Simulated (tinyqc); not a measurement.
Inside a calculation: inter-valley coupling by envelope functions against a chain of atomic planes. Values are carried at full precision from step to step, so a last printed digit may differ when a step is redone from the rounded ones.

Chain: E(phi) = e0 + 2 v cos(phi) + 2 u cos(2 phi), cos(phi0) = -v/(4u), e0 = 2u + v^2/(4u); plane j = 0, 1, ... has the potential V_j = dE x_j + F (j - 30) a/4 (1 MV/m = 1e-4 V/angstrom). There are 30 barrier planes a side; with y = j - 29.5, x_j = xb (f(y) + f(Nw - y)), f(y) = 1/(1 + exp(y/L)), plus any Ge added in the well. The valley splitting is the spacing of the two lowest levels. Envelope theory: F_j solves a one-valley chain with hopping -b and diagonal 2b + V_j, b = 4u sin^2(phi0), sum F_j^2 = 1; the valleys couple by Dv = sum_j F_j^2 V_j exp(-2 i phi0 j) and split by 2|Dv|.

Constants: hbar^2/2m0 = 3.80998211 eV angstrom^2.

Values chosen for the exercise (near those of the Delta valleys of silicon in a SiGe well; shifted at random, so the results belong to these values and not to a real crystal):
- a = 5.431 angstrom (lattice constant; planes lie a/4 apart)
- u = 0.582 eV (second-neighbour hopping)
- v = 0.531 eV (nearest hopping)
- Nw = 60 (planes in the well)
- L = 1.5 planes (interface width)
- xb = 0.22 (Ge fraction of the barriers)
- dE = 0.54 eV (offset per unit Ge fraction)
- F = 5 MV/m (field)
- js = 63 (plane j of a Ge spike (the well starts at j = 30))
- xs = 0.18 (Ge fraction added on that plane)

## Valley phase, mass and the wavelengths that couple the valleys

phi0; b = 4u sin^2(phi0); mass m/m0 = c/(b (a/4)^2), c = hbar^2/2m0. A potential couples the valleys if its phase advances by 2 phi0 a plane, or, since only whole planes count, by 2 pi - 2 phi0: periods pi/phi0 and pi/(pi - phi0) planes.

phi0 = 1.80091 rad
b = 2.20688 eV
mass = 0.9365 m0

periods (planes): pi/phi0 1.7444, pi/(pi - phi0) 2.3433

longer period = 3.1816 angstrom

## The smooth well

Lowest doublet of the chain and the envelope result.

level (meV): chain 20.972, envelope 20.992

splitting (micro-eV): chain 0.0550, envelope 0.0468

planes covered, 1/sum F^4 = 35.65
largest F_j^2 = 0.03935

The levels agree within 0.02 meV. A graded interface has little Fourier weight at 2 phi0, so the splitting is a small remainder of cancelling terms; the envelope value is 0.85 times that of the chain.

## One plane of added Ge, to first order

F_j^2 of the smooth well on that plane = 0.01352

F_j is the envelope on plane j (sum F_j^2 = 1) and Dv the coupling of the two valleys, which split by 2|Dv|. A single plane has Fourier weight at all wavelengths: it adds dE xs F_j^2 to |Dv|, so the splitting is about 2 dE xs F_j^2 if this term rules, and the mean of the doublet rises by dE xs F_j^2.

splitting = 2627 micro-eV
rise of the mean level = 1.314 meV

The chain with the spike gives 1720 micro-eV and a rise of 0.860 meV; the envelope solved with the spike gives 1649. First order is +53 % off: the state draws back from the spike, which the envelope solved anew includes.

## Checks

- Splitting with a weak spike (0.02) on plane j = 50 from the envelope against the chain (micro-eV): 761 against 764.

Run: tinyqc, `OMP_NUM_THREADS=1 python tinyqc.py 1480566 1480567 out.jsonl`; Intel(R) Xeon(R) Processor @ 2.30GHz, one thread, shared host; about 0.1 s of CPU time with all checks.
